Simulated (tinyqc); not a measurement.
Six-band Luttinger-Kohn model with strain: sweeps and comparisons. A value that a table varies takes the place of the one given here.

Six-band Luttinger-Kohn model in the basis |3/2,3/2>, |3/2,1/2>, |3/2,-1/2>, |3/2,-3/2>, |1/2,1/2>, |1/2,-1/2>, electron energies, zero at the top of the unstrained valence band. H = -[rows: (P+Q, -S, R, 0, -S/r2, r2 R); (-S*, P-Q, 0, R, -r2 Q, r32 S); (R*, 0, P-Q, S, r32 S*, r2 Q); (0, R*, S*, P+Q, -r2 R*, -S*/r2); (-S*/r2, -r2 Q, r32 S, -r2 R, P+Dso, 0); (r2 R*, r32 S*, r2 Q, -S/r2, 0, P+Dso)], r2 = sqrt(2), r32 = sqrt(3/2). Levels are twofold.

P = c g1 k^2 - av tr(e); Q = c g2 (kx^2 + ky^2 - 2 kz^2) - (b/2)(exx + eyy - 2 ezz); R = c sqrt3 [-g2 (kx^2 - ky^2) + 2i g3 kx ky] + (sqrt3/2) b (exx - eyy) - i d exy; S = 2 c sqrt3 g3 (kx - i ky) kz - d (exz - i eyz); c = hbar^2/2m0, e the strain tensor (not engineering shear).

s11 = (C11 + C12)/((C11 - C12)(C11 + 2 C12)), s12 = -C12/((C11 - C12)(C11 + 2 C12)), s44 = 1/C44; exx = s11 sxx + s12 (syy + szz) and cyclic, exy = s44 sxy/2; tension is positive. A uniaxial stress X along the unit vector n is s_ij = X n_i n_j.

Constants: hbar^2/2m0 = 3.80998211 eV angstrom^2.

Values chosen for the exercise (near those of InAs; shifted at random, so the results belong to these values and not to a real crystal): Dso = 0.38 eV (spin-orbit splitting); g1 = 20.15 (Luttinger gamma1); g2 = 8.52 (gamma2); g3 = 9.15 (gamma3); av = 0.99 eV (valence hydrostatic potential); b = -1.82 eV (tetragonal shear potential); d = -3.5 eV (trigonal shear potential); C11 = 81.4 GPa; C12 = 45.6 GPa; C44 = 40.4 GPa; load = uniaxial [100] (kind of stress); X1 = 1.3 GPa (size of the stress); E_h = 15 meV (hole energy below the top); X = -1.89 GPa (stress).

## Sweep of a uniaxial [100] stress

Edges at k = 0 and curvature masses of the top pair along [100] and [001] (step 0.0002 1/angstrom); at zero stress the top is fourfold and has no single curvature.

Edges and masses:
```
X (GPa),top (eV),second (eV),third (eV),splitting (meV),m [100],m [001]
-3.00,0.2117,-0.1697,-0.4736,381.4,0.020,0.200
-2.00,0.1299,-0.1131,-0.4311,243.0,0.021,0.165
-1.00,0.0568,-0.0566,-0.3974,113.4,0.023,0.124
0.00,0.0000,0.0000,-0.3800,0.0,-,-
1.00,0.0566,-0.0301,-0.3893,86.7,0.322,0.035
2.00,0.1131,-0.0293,-0.4295,142.4,0.322,0.035
3.00,0.1697,-0.0052,-0.4929,174.9,0.322,0.035
```

The splitting reaches 381.4 meV under compression and 174.9 meV under the same tension; linear shear terms alone would make the two equal, and the difference comes from the coupling to the split-off band. At the ends of the sweep the top pair has a mass along [100] of 0.020 under compression and 0.322 under tension, so compression gives the lighter holes along [100]; along [001] it has 0.200 and 0.035. The top edge itself moves by +212 and +170 meV. The ends of the sweep mean strains up to 6.2 %, beyond the range of linear deformation potentials.

## Which stress helps holes along [110]

Each load has size X1 (biaxial: sxx = syy); masses are curvatures of the top pair at k = 0.

Results:
```
load,splitting (meV),top edge (meV),m [110],m [001]
"uniaxial [110], compression",91.2,42.8,0.023,0.167
"uniaxial [110], tension",81.1,53.2,0.291,0.027
"uniaxial [100], compression",151.0,77.4,0.038,0.137
"uniaxial [100], tension",106.5,73.5,0.063,0.035
"uniaxial [111], compression",70.1,30.1,0.031,0.050
"uniaxial [111], tension",59.0,40.0,0.091,0.050
"biaxial (001), compression",106.5,51.2,0.035,0.322
"biaxial (001), tension",151.0,99.8,0.137,0.022
```

The lightest mass along [110] (0.023) comes with uniaxial [110], compression. The largest splitting (151.0 meV) comes with uniaxial [100], compression; biaxial (001), tension. The heaviest mass along [001] (0.322), which lowers the confinement energy in a (001) channel, comes with biaxial (001), compression. The splitting per GPa follows b (s11 - s12) for loads along cube axes and d s44 for [111]: here 2 |b| (s11 - s12) = 101.7 and |d| s44/sqrt3 = 50.0 meV per GPa in the limit of large Dso; where the splitting nears Dso, mixing with the split-off band makes it depend on the sign of the load.

## Warping of the constant-energy contours (six-band Luttinger-Kohn model)

No strain (e = 0). In the plane kz = 0, |k| where the top and second pairs lie E_h below the top, against the angle from [100]; m = c k^2/E_h.

Contours:
```
angle (degrees),k top (1/angstrom),k second (1/angstrom),m top (m0),m second (m0)
0,0.0356,0.0104,0.322,0.027
9,0.0361,0.0104,0.332,0.027
18,0.0377,0.0103,0.361,0.027
27,0.0399,0.0103,0.405,0.027
36,0.0421,0.0103,0.449,0.027
45,0.0430,0.0103,0.469,0.027
```

The heavy contour reaches 1.208 times as far along [110] as along [100], the light one 0.988 times. The warping follows g3 - g2 = 0.63 and would vanish for g2 = g3. Along [100] the heavy mass is 1/(g1 - 2 g2) = 0.322 at any energy, while the light one is 0.0274, against 1/(g1 + 2 g2) = 0.0269 at the edge, for E_h/Dso = 0.04.

## What each parameter does

Edges at k = 0 under a uniaxial [100] stress X and the curvature mass of the top pair along [100] (step 0.0002 1/angstrom). Each row changes one parameter from the base and keeps the others.

Results:
```
case,top (eV),second (eV),third (eV),mass (m0)
base,0.1213,-0.1069,-0.4269,0.021
C12 = 36.48 GPa,0.0888,-0.0887,-0.4165,0.021
av = 1.188 eV,0.1191,-0.1091,-0.4291,0.021
g2 = 6.816,0.1213,-0.1069,-0.4269,0.024
d = -2.8 eV,0.1213,-0.1069,-0.4269,0.021
C44 = 32.32 GPa,0.1213,-0.1069,-0.4269,0.021
g3 = 10.98,0.1213,-0.1069,-0.4269,0.021
X = -2.268 GPa,0.1512,-0.1283,-0.4419,0.020
```

The largest shifts from the base row, up to three for each result and ties (the steps differ in size, so this ranks the rows, not the parameters). top (eV): C12 -0.0325, X +0.0299, av -0.0022; unchanged at the printed digits by g2, d, C44 and g3. second (eV): X -0.0214, C12 +0.0182, av -0.0022; unchanged at the printed digits by g2, d, C44 and g3. third (eV): X -0.0150, C12 +0.0104, av -0.0022; unchanged at the printed digits by g2, d, C44 and g3. mass (m0): g2 +0.003, X -0.000; unchanged at the printed digits by C12, av, d, C44 and g3. The Luttinger parameters multiply k^2 and cannot move the edges; av shifts all edges alike and leaves the mass.

Program tinyqc; command `OMP_NUM_THREADS=1 python tinyqc.py 1051541 1051542 out.jsonl`; about 0.05 s on one thread of a shared Intel(R) Xeon(R) Processor @ 2.30GHz.
